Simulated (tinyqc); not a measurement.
Donor binding, ionisation and the Mott limit: one step of the calculation.

Hydrogenic donor: Ry = (m0 q^3/(8 eps0^2 h^2)) me/eps_r^2 in eV, E0 = cc Ry, radius a = q/(8 pi eps0 eps_r E0), Mott density Nm = (0.26/a)^3. Below Nm the level sinks as Ed = E0 [1 - (N/Nm)^(1/3)]. Neutrality: Nc F12(eta) = N/(1 + 2 exp(eta + Ed/kB T)), F12(x) = (2/sqrt(pi)) int_0^infinity sqrt(u)/(1 + exp(u - x)) du.

Question. Ionisation. Solve the neutrality equation for eta. Boltzmann form: with k = (Nc/2) exp(-Ed/kB T) the ionised share is [-k + sqrt(k^2 + 4 k N)]/(2 N).

Values chosen for this exercise; band and dielectric values close to those of gallium arsenide: temperature T = 200 K; conduction-band density of states at 200 K Nc = 2.37e17 cm^-3; donor density N = 6.8e15 cm^-3.

Constants: q = 1.602176634e-19 C, kB = 1.380649e-23 J/K, Vt = kB T/q. Results are converted to the units shown.

Ed = 1.2778663 meV

Give: eta; ionised share; n; ionised share, Boltzmann form.

Answer.

eta = -3.599
ionised share = 94.44 %
n = 6.422e15 cm^-3
ionised share, Boltzmann form = 94.48 %

With the level held at E0 the share would be 93.2 %.

Range of the model: A sharp level with degeneracy 2 overstates freeze-out near Nm, where the impurity band broadens and merges with the conduction band.

Numbers from tinyqc (`OMP_NUM_THREADS=1 python tinyqc.py 2330088 2330089 out.jsonl`; about 0.01 s on one thread of a shared Intel Xeon 2.30GHz).
